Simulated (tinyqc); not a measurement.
# p-n heterojunction, non-linear Poisson equation by Newton steps, Fermi-Dirac statistics, step by step

tinyqc, about 0.2 s, one thread, Intel Xeon 2.30GHz (shared host): `OMP_NUM_THREADS=1 python tinyqc.py 2040157 2040158 out.jsonl` Printed values are rounded.

One dimension, material 1 (p-type) at x < 0 and material 2 (n-type) at x > 0. Band edges: Ec = -psi in material 1 and -psi + dEc in material 2, Ev = Ec - Eg. Flat quasi-Fermi levels: 0 for holes, +V for electrons. n = Nc F((EFn - Ec)/Vt), p = Nv F((Ev - EFp)/Vt), with F(eta) = F_1/2(eta) = (2/sqrt(pi)) int_0^infinity sqrt(u) du/(1 + exp(u - eta)) (Fermi-Dirac statistics); full ionisation, no interface charge, classical densities; the doping types are chosen for the exercise.

Inputs (values chosen for the exercise); band and dielectric values those of a made-up pair: temperature T = 250 K; band gap of material 1 Eg1 = 1.42 eV; relative permittivity of material 1 er1 = 11.5; conduction-band density of states of material 1 Nc1 = 4.34e17 cm^-3; valence-band density of states of material 1 Nv1 = 9.36e18 cm^-3; band gap of material 2 Eg2 = 0.668 eV; relative permittivity of material 2 er2 = 13.9; conduction-band density of states of material 2 Nc2 = 1.59e17 cm^-3; valence-band density of states of material 2 Nv2 = 5.87e18 cm^-3; conduction-band offset Ec2 - Ec1 dEc = -0.24 eV; acceptor density of material 1 N1 = 9.4e17 cm^-3; donor density of material 2 N2 = 9.4e15 cm^-3; bias of side 1 against side 2 V = 0 V.

Constants: q = 1.602176634e-19 C, kB = 1.380649e-23 J/K, Vt = kB T/q, eps0 = 8.8541878128e-14 F/cm where lengths are in cm. Results are converted to the units shown.

## Offsets and end potentials

dEv = Ev1 - Ev2 = Eg2 - Eg1 - dEc. Neutrality of the majority carriers far from the junction: Nv1 F((-psi_L - Eg1)/Vt) = N1 and Nc2 F((V + psi_R - dEc)/Vt) = N2. Total bending psi_R - psi_L.

dEv = -0.512 eV
psi_L = -1.37125 V
psi_R = -0.300479 V
psi_R - psi_L = 1.07077 V

The alignment is straddling (type I): dEc and dEv have the same sign.

## Permittivity of the intervals

x, node 0 to 13 (nm): -63.1  -41.2  -26.2  -16  -9.06  -4.33  -1.1  1.1  6.46  19.5  51.3  129  317  777

er1 or er2; the interface lies midway in its interval, which gets the series value 2 er1 er2/(er1 + er2).

eps_r, interval 0 to 12: 11.5  11.5  11.5  11.5  11.5  11.5  12.5866  13.9  13.9  13.9  13.9  13.9  13.9

## Couplings between neighbouring nodes

a_i = eps0 eps_r/h_i for the interval from node i to i + 1, with h_i = x_(i+1) - x_i in cm.

coupling a_i, interval 0 to 12 (F/cm^2): 4.64946e-7  6.78821e-7  9.98266e-7  1.46719e-6  2.15271e-6  3.15242e-6  5.06565e-6  2.29614e-6  9.43813e-7  3.87023e-7  1.58395e-7  6.54645e-8  2.67550e-8

## Starting potential

material, node 0 to 13: 1  1  1  1  1  1  1  2  2  2  2  2  2  2

A straight line in x from psi_L to psi_R.

psi at the start, node 0 to 13 (V): -1.37125  -1.34334  -1.32422  -1.31122  -1.30237  -1.29634  -1.29223  -1.28942  -1.28259  -1.26597  -1.22544  -1.12640  -0.88678  -0.30048

## Iteration 1: densities, residual and Jacobian diagonal

n_i = Nc F(a_n), a_n = (V - Ec_i)/Vt; p_i = Nv F(a_p), a_p = (Ec_i - Eg)/Vt; rho_i = p_i - n_i + C_i with C = -N1 or +N2; g_i = (Nc F'(a_n) + Nv F'(a_p))/Vt with F' = F_-1/2(eta) = (1/sqrt(pi)) int_0^infinity u^(-1/2) du/(1 + exp(u - eta)). Box widths w_i = (h_(i-1) + h_i)/2 in cm. Residual F_i = a_i (psi_(i+1) - psi_i) - a_(i-1) (psi_i - psi_(i-1)) + q rho_i w_i; Jacobian: a_(i-1) and a_i beside the diagonal, b_i = -a_(i-1) - a_i - q g_i w_i on it. The two end nodes are fixed.

```
node    n (cm^-3)   p (cm^-3)
0     9.86959e-11      9.4e17
1     3.60583e-10  2.63932e17
2     8.75830e-10  1.09298e17
3      1.60141e-9  5.98882e16
4      2.41446e-9  3.97514e16
5      3.19414e-9  3.00592e16
6      3.86676e-9  2.48354e16
7      1.11165e-4  3.30258e20
8      1.52648e-4  3.21471e20
9      3.30176e-4  3.00432e20
10     0.00216683  2.51185e20
11       0.214918  1.44263e20
12        14548.1  1.95054e18
13         9.4e15   3.32315e6
```

```
node  residual F (C/cm^2)  diagonal b (F/cm^2)
1             -1.99847e-7          -4.72953e-6
2             -1.67697e-7          -2.69707e-6
3             -1.20845e-7          -2.84630e-6
4             -8.41615e-8          -3.79214e-6
5             -5.80239e-8          -5.39400e-6
6             -3.85826e-8          -8.26817e-6
7              2.00032e-5          -8.56057e-5
8              4.73863e-5          -1.91952e-4
9              1.07921e-4          -4.50837e-4
10             2.20346e-4          -0.00103380
11             3.07083e-4          -0.00207511
12             1.01741e-5          -4.21085e-4
```

## Iteration 1: Newton step

Solve the tridiagonal system a_(i-1) d_(i-1) + b_i d_i + a_i d_(i+1) = -F_i for nodes 1 to 12, with d = 0 on fixed nodes. If the largest |d| exceeds 4 Vt, the whole step is scaled down so that it equals 4 Vt.

Newton step d, before damping, node 1 to 12 (V): -0.057289  -0.104745  -0.076050  0.006098  0.101671  0.188207  0.251537  0.251054  0.240088  0.213254  0.148001  0.024185
psi after iteration 1, node 0 to 13 (V): -1.37125  -1.36296  -1.36010  -1.33727  -1.30028  -1.26151  -1.22775  -1.20325  -1.19658  -1.18372  -1.15238  -1.07570  -0.87850  -0.30048

## Iteration 2: densities, residual and Jacobian diagonal

As before.

```
node    n (cm^-3)   p (cm^-3)
0     9.86959e-11      9.4e17
1     1.44995e-10  6.46948e17
2     1.65587e-10  5.68181e17
3     4.77838e-10  1.99650e17
4      2.66033e-9  3.60826e16
5      1.60885e-8  5.97327e15
6      7.71168e-8  1.24640e15
7      0.00606942  2.25514e20
8      0.00827051  2.17986e20
9       0.0150262  2.03709e20
10      0.0643589  1.70336e20
11        2.26154  9.78905e19
12        21371.4  1.37431e18
13         9.4e15   3.32315e6
```

```
node  residual F (C/cm^2)  diagonal b (F/cm^2)
1             -8.85377e-8          -9.80935e-6
2             -5.42110e-8          -6.88962e-6
3             -7.01772e-8          -3.72841e-6
4             -5.53121e-8          -3.77627e-6
5             -3.65861e-8          -5.32281e-6
6             -2.31605e-8          -8.22058e-6
7              1.35494e-5          -7.61389e-5
8              3.21295e-5          -1.68716e-4
9              7.31774e-5          -3.95406e-4
10             1.49426e-4          -9.05874e-4
11             2.08380e-4          -0.00181245
12             7.18545e-6          -3.06079e-4
```

## Iteration 2: Newton step

As before.

Newton step d, before damping, node 1 to 12 (V): -0.009685  -0.009528  -0.004864  0.041952  0.102601  0.156198  0.194202  0.194118  0.185694  0.165052  0.114987  0.023500
psi after iteration 2, node 0 to 13 (V): -1.37125  -1.36726  -1.36433  -1.33943  -1.28167  -1.21599  -1.15844  -1.11708  -1.11045  -1.10132  -1.07914  -1.02468  -0.86807  -0.30048

## Course of the Newton iteration

Stop when the largest undamped |d| is below 1e-9 V, or after 80 iterations.

Course of the iteration:
```
iteration  largest |F| (C/cm^2)  largest |d| (V)  at node
1                       3.07e-4            0.252        7
2                       2.08e-4            0.194        7
3                       1.24e-4            0.137        8
4                       5.64e-5           0.0821        8
5                       1.48e-5           0.0370        8
6                       4.81e-6           0.0263        9
7                       1.70e-6           0.0350       12
8                       6.20e-7           0.0818       12
9                       2.36e-7            0.459       12
...                         ...              ...      ...
12                      1.34e-7            0.254       12
13                      1.00e-7           0.0393       11
14                      5.14e-8           0.0910       11
15                      2.82e-8            0.157       11
16                      1.31e-8           0.0864       11
17                      1.44e-9          4.76e-3       10
18                     3.44e-11          3.98e-5       10
19                     1.06e-14          8.48e-9        9
20                      < 1e-16          < 1e-13        9
```

Converged in 20 iterations. Once the step is below 0.1 Vt, 2 more iteration(s) reach the threshold: near the solution the error is roughly squared each time.

## Band edges, densities and displacement

converged psi, node 0 to 13 (V): -1.37125  -1.37093  -1.36491  -1.31362  -1.19702  -1.07673  -0.97558  -0.90456  -0.85239  -0.79453  -0.69019  -0.48863  -0.30653  -0.30048

Ec, Ev, n and p as defined; D = a_k (psi_(k+1) - psi_k) on the interval that holds the interface.

```
node  Ec (eV)    Ev (eV)    n (cm^-3)   p (cm^-3)
0     1.37125  -0.048750  9.86959e-11      9.4e17
1     1.37093  -0.049068  1.00165e-10  9.26677e17
2     1.36491  -0.055088  1.32456e-10  7.06602e17
3     1.31362  -0.106380   1.43245e-9  6.69344e16
4     1.19702  -0.222984   3.21157e-7  2.99298e14
5     1.07673  -0.343266   8.54048e-5  1.12549e12
6     0.97558  -0.444417   0.00934550  1.02854e10
7     0.66456  -0.003437      6373.68  3.95289e18
8     0.61239  -0.055609      71802.6  4.32811e17
9     0.55453  -0.113474    1.05351e6  3.02218e16
10    0.45019  -0.217811    1.33654e8  2.38650e14
11    0.24863  -0.419369   1.54601e12  2.06316e10
12    0.06653  -0.601472   7.13467e15   4.40036e6
13    0.06048  -0.607521       9.4e15   3.32315e6
```

D = 359.760 nC/cm^2

## Check against the first integral

Exact first integral: on each side D^2/(2 eps0 er) = G, G = q [Vt (nI_j - nI_b) + Vt (pI_j - pI_b) - C (psi_j - psi_b)], with C = -N1 or +N2, b the neutral end of that side, and nI, pI the densities with F_1/2 replaced by F_3/2(eta) = (4/(3 sqrt(pi))) int_0^infinity u^(3/2) du/(1 + exp(u - eta)). D is continuous, so er1 G1(psi_j) = er2 G2(psi_j) fixes psi_j. Ends from Nv1 F((-psi_L - Eg1)/Vt) = N1 and Nc2 F((V + psi_R - dEc)/Vt) = N2. D is counted positive when psi rises towards material 2.

psi_j = -0.935720 V
D = 356.164 nC/cm^2
psi_j - psi_L = 0.435530 V
psi_R - psi_j = 0.635241 V
Ec1 - EFn at the interface = 0.935720 eV
Ec2 - EFn at the interface = 0.695720 eV

Material 2 takes 59.3 % of the bending. The 14-node mesh gave D = 359.8 nC/cm^2, 1.0 % above the exact value in size.
